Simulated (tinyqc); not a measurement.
Plane-wave Kohn-Sham cycle with exchange-only LDA in a layered model solid, step by step. One step of it, computed by the program tinyqc.

Problem. Iteration 2: Hamiltonian at one k. H(m,m') = (k + G_m)^2/2 delta + V(G_m - G_m'), with V(-G) = V(G).

A solid whose potential varies along x alone (atomic units):
```
parameter                      value
period a                   14.800000
cross-section of the cell  21.000000
electrons per cell                 2
grid points                       16
plane waves -n..n, n               2
k points                           3
V1 in V1 cos(2 pi x/a)     -0.170000
V2 in V2 cos(4 pi x/a)     -0.050000
```

V(G_m), m = 0, 1, 2, ... (hartree): [-0.163546, 0.155621, -0.003651, 0.004304, 0.000975]

k = 0.000000 2 pi / a

Give: H.

Solution.

H (hartree), order -2, -1, +0, +1, +2:
```
[[0.197, 0.156, -0.004, 0.004, 0.001],
 [0.156, -0.073, 0.156, -0.004, 0.004],
 [-0.004, 0.156, -0.164, 0.156, -0.004],
 [0.004, -0.004, 0.156, -0.073, 0.156],
 [0.001, 0.004, -0.004, 0.156, 0.197]]
```
